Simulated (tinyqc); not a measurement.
Range and order of the fit: effective mass of the light-hole band from tabulated energies.

c = hbar^2/2m0.
Constants: hbar^2/2m0 = 3.80998211 eV angstrom^2.

Energies along [100], from the band edge downward:
```
k (1/angstrom)    E (meV)
0.000000          0.00000
0.006900          2.00790
0.013800          7.96480
0.020700         17.67560
0.027600         30.82980
0.034500         47.02210
0.041400         65.77760
0.048300         86.58080
0.055200        108.90730
```

reference mass (curvature of the model at k = 0.0001 1/angstrom) = 0.090090 m0

Least-squares fits of E = a k^2 (+ b k^4 + d k^6) over points 1 to n, and the line y = c k^2/E against E; errors of m against the reference.

Results:
```
n  E at point n (meV)  one term (%)  two terms (%)  three terms (%)  line (%)  rms residual, one term (meV)
3                17.7          2.27           0.02             0.00     -0.02                         0.062
4                30.8          3.87           0.07             0.00     -0.04                         0.185
5                47.0          5.88           0.16             0.00     -0.08                         0.421
6                65.8          8.30           0.33             0.01     -0.15                         0.815
7                86.6         11.13           0.58             0.02     -0.27                         1.411
8               108.9         14.37           0.94             0.04     -0.43                         2.248
```

The error of the parabola goes from +2.27 to +14.37 % as the range widens, and at n = 8 its residual, 2.25 meV, is only 2.1 % of the top energy: a small residual does not vouch for the mass. Over the full range (n = 8) the best form is three terms (0.04 %); the line errs by -0.02 % at n = 3 and -0.43 % at n = 8. Without scatter, a narrower range or a second term is the cure: at n = 8 the errors are +14.37, +0.94 and +0.04 % for one, two and three terms. Three terms on three points interpolate exactly.

Program tinyqc; command `OMP_NUM_THREADS=1 python tinyqc.py 1881170 1881171 out.jsonl`; about 0.01 s on one thread of a shared Intel(R) Xeon(R) Processor @ 2.30GHz.
